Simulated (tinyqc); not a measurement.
Inside a calculation. Method: plane-wave Kohn-Sham cycle with exchange-only LDA in a layered model solid. Computed by tinyqc, a small Python program that keeps every step. Settings: points = 16, plane-wave index or count = 2, electrons = 2, k points = 1, area = 10.0, mixing = 1.0, iteration cap = 72. Command: `OMP_NUM_THREADS=1 python tinyqc.py 20768 20769 out.jsonl` (the two numbers bound the seeds that draw the settings). One thread of a shared host (Intel(R) Xeon(R) Processor @ 2.60GHz), about 0.02 s of CPU time with the checks. Later iterations appear only in the table of the cycle.

## Iteration 1: potential

A solid whose potential varies along x alone (atomic units):
```
parameter                      value
period a                   12.100000
cross-section of the cell  10.000000
electrons per cell                 2
grid points                       16
plane waves -n..n, n               2
k points                           1
V1 in V1 cos(2 pi x/a)     -0.760000
```

density at the start, on the grid x_j = j a/N (e/bohr^3): [0.0165289, 0.0165289, 0.0165289, 0.0165289, 0.0165289, 0.0165289, 0.0165289, 0.0165289, 0.0165289, 0.0165289, 0.0165289, 0.0165289, 0.0165289, 0.0165289, 0.0165289, 0.0165289]

V_H(G) = 4 pi rho(G)/G^2 for G != 0 (uniform background); v_x = -(3 rho/pi)^(1/3); V = V_ext + V_H + v_x; Fourier components f(G_m) = (1/N) sum_j f(x_j) exp(-i G_m x_j).

Potentials on the grid (hartree):
```
x            V_ext      V_H       v_x         V
0.00000   -0.76000  0.00000  -0.25084  -1.01084
0.75625   -0.70215  0.00000  -0.25084  -0.95299
1.51250   -0.53740  0.00000  -0.25084  -0.78825
2.26875   -0.29084  0.00000  -0.25084  -0.54168
3.02500          0  0.00000  -0.25084  -0.25084
3.78125    0.29084  0.00000  -0.25084   0.03999
4.53750    0.53740  0.00000  -0.25084   0.28656
5.29375    0.70215  0.00000  -0.25084   0.45130
6.05000    0.76000  0.00000  -0.25084   0.50916
6.80625    0.70215  0.00000  -0.25084   0.45130
7.56250    0.53740  0.00000  -0.25084   0.28656
8.31875    0.29084  0.00000  -0.25084   0.03999
9.07500          0  0.00000  -0.25084  -0.25084
9.83125   -0.29084  0.00000  -0.25084  -0.54168
10.58750  -0.53740  0.00000  -0.25084  -0.78825
11.34375  -0.70215  0.00000  -0.25084  -0.95299
```

V(G_m), m = 0, 1, 2, ... (hartree): [-0.25084, -0.38000, 0.00000, 0.00000, 0.00000]

## Iteration 1: Hamiltonian at one k

k = 0.00000 2 pi / a

H(m,m') = (k + G_m)^2/2 delta + V(G_m - G_m'), with V(-G) = V(G).

H (hartree), order -2, -1, +0, +1, +2:
$$\begin{pmatrix}
0.28844 & -0.38000 & 0.00000 & 0.00000 & 0.00000 \\
-0.38000 & -0.11602 & -0.38000 & 0.00000 & 0.00000 \\
0.00000 & -0.38000 & -0.25084 & -0.38000 & 0.00000 \\
0.00000 & 0.00000 & -0.38000 & -0.11602 & -0.38000 \\
0.00000 & 0.00000 & 0.00000 & -0.38000 & 0.28844
\end{pmatrix}$$

## Iteration 1: levels at that k

Diagonalise the Hermitian matrix.

eigenvalues (hartree): [-0.78791, -0.34425, 0.07771, 0.51667, 0.63177]

## Iteration 1: new density

Motion across x is left out: the lowest 1 band(s) hold two electrons at each of the k points (j + 1/2)/nk - 1/2. Residual R = rho(out) - rho(in); rho(new) = rho(in) + 1 R. rho(out) = 2/(a A nk) sum |psi|^2 with psi = sum c exp(i G x). Harris energy E = band energy - dV sum rho (V_H/2 + v_x) + (3/4) dV sum rho v_x with rho(in), dV = a A/N, band energy = (2/nk) sum of the filled levels.

rho(out) (e/bohr^3): [0.0660266, 0.0550229, 0.0311197, 0.0109876, 0.0019542, 0.0000880, 0.0000000, 0.0000172, 0.0000571, 0.0000172, 0.0000000, 0.0000880, 0.0019542, 0.0109876, 0.0311197, 0.0550229]

density after iteration 1 (e/bohr^3): [0.0660266, 0.0550229, 0.0311197, 0.0109876, 0.0019542, 0.0000880, 0.0000000, 0.0000172, 0.0000571, 0.0000172, 0.0000000, 0.0000880, 0.0019542, 0.0109876, 0.0311197, 0.0550229]

energy per cell = -1.4504050 hartree

## Iteration 2: potential

As before.

Potentials on the grid (hartree):
```
x            V_ext       V_H       v_x         V
0.00000   -0.76000   1.49371  -0.39801   0.33570
0.75625   -0.70215   1.32276  -0.37455   0.24607
1.51250   -0.53740   0.88314  -0.30974   0.03599
2.26875   -0.29084   0.33604  -0.21892  -0.17373
3.02500          0  -0.17828  -0.12312  -0.30139
3.78125    0.29084  -0.59215  -0.04380  -0.34511
4.53750    0.53740  -0.88878  -0.00142  -0.35280
5.29375    0.70215  -1.06665  -0.02544  -0.38994
6.05000    0.76000  -1.12587  -0.03792  -0.40378
6.80625    0.70215  -1.06665  -0.02544  -0.38994
7.56250    0.53740  -0.88878  -0.00142  -0.35280
8.31875    0.29084  -0.59215  -0.04380  -0.34511
9.07500          0  -0.17828  -0.12312  -0.30139
9.83125   -0.29084   0.33604  -0.21892  -0.17373
10.58750  -0.53740   0.88314  -0.30974   0.03599
11.34375  -0.70215   1.32276  -0.37455   0.24607
```

V(G_m), m = 0, 1, 2, ... (hartree): [-0.16437, 0.16223, 0.06656, 0.02249, -0.00233]

## Iteration 2: Hamiltonian at one k

k = 0.00000 2 pi / a

As before.

H (hartree), order -2, -1, +0, +1, +2:
$$\begin{pmatrix}
0.37492 & 0.16223 & 0.06656 & 0.02249 & -0.00233 \\
0.16223 & -0.02955 & 0.16223 & 0.06656 & 0.02249 \\
0.06656 & 0.16223 & -0.16437 & 0.16223 & 0.06656 \\
0.02249 & 0.06656 & 0.16223 & -0.02955 & 0.16223 \\
-0.00233 & 0.02249 & 0.06656 & 0.16223 & 0.37492
\end{pmatrix}$$

## Iteration 2: levels at that k

As before.

eigenvalues (hartree): [-0.31505, -0.13429, 0.05405, 0.41542, 0.50623]

## Iteration 2: new density

As before.

rho(out) (e/bohr^3): [0.0001329, 0.0002995, 0.0011979, 0.0039512, 0.0099600, 0.0197851, 0.0318151, 0.0420799, 0.0461524, 0.0420799, 0.0318151, 0.0197851, 0.0099600, 0.0039512, 0.0011979, 0.0002995]

density after iteration 2 (e/bohr^3): [0.0001329, 0.0002995, 0.0011979, 0.0039512, 0.0099600, 0.0197851, 0.0318151, 0.0420799, 0.0461524, 0.0420799, 0.0318151, 0.0197851, 0.0099600, 0.0039512, 0.0011979, 0.0002995]

energy per cell = -1.6116970 hartree

## Convergence

Stop when sqrt(dV sum R^2) is below 1e-8, dV = a A/N.

Course of the cycle:
```
iteration  E (hartree)  norm of the residual
1           -1.4504050              2.49e-01
2           -1.6116970              3.97e-01
3           -3.4792450              4.06e-01
4           -1.7320214              4.11e-01
5           -3.5590072              4.11e-01
6           -1.7328072              4.11e-01
7           -3.5589131              4.11e-01
8           -1.7327994              4.11e-01
9           -3.5589108              4.11e-01
10          -1.7327994              4.11e-01
11          -3.5589108              4.11e-01
...                ...                   ...
62          -1.7328015              4.11e-01
63          -3.5589135              4.11e-01
64          -1.7328156              4.11e-01
65          -3.5589316              4.11e-01
66          -1.7329253              4.11e-01
67          -3.5590717              4.11e-01
68          -1.7337720              4.11e-01
69          -3.5601391              4.11e-01
70          -1.7401638              4.12e-01
71          -3.5674211              4.13e-01
72          -1.7850117              4.18e-01
```

Not converged within 72 iterations: the residual has stopped falling: the iteration swings between two states. Reruns (cap 100 unless said): mixing 0.1: not converged; mixing 0.5, Kerker q0 1.0: converged in 63 (E = -0.75382); mixing 0.3, Pulay depth 5: converged in 16 (E = -0.75382); the original settings with a cap of 400: not converged.
